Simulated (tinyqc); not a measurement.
Hydrogenic impurity: series, fields, screening, photoionisation and donor-acceptor pairs: one step, computed by the program tinyqc.

One isotropic, parabolic band. Effective units: Ry* and a*, in which H = -nabla^2 - 2/r.

Problem. Effective units and the series. Ry* = Ry m/eps^2, a* = a_0 eps/m; level n is bound by Ry*/n^2; <r> = (3/2) a* in 1s; lines 1s -> np at Ry* (1 - 1/n^2); 1 THz = 4.135667696 meV.

Inputs (values chosen for the exercise, modelled on InAs): electron mass m = 0.0257 m_0; dielectric constant eps = 15.7.

Parts treated: magnetic field and screening.

Constants: Ry = 13.605693123 eV; a_0 = 0.529177210903 angstrom; h x 1 THz = 4.135667696 meV.

Give: Ry*; a*; <r> of 1s; Series.

Solution.

Ry* = 1.4186 meV

a* = 323.27 angstrom

<r> of 1s = 484.91 angstrom

Series:
```
n  binding (meV)  line from 1s (meV)  line (THz)
2        0.35465              1.0639     0.25726
3        0.15762              1.2610     0.30490
4        0.08866              1.3299     0.32157
5        0.05674              1.3618     0.32929
```
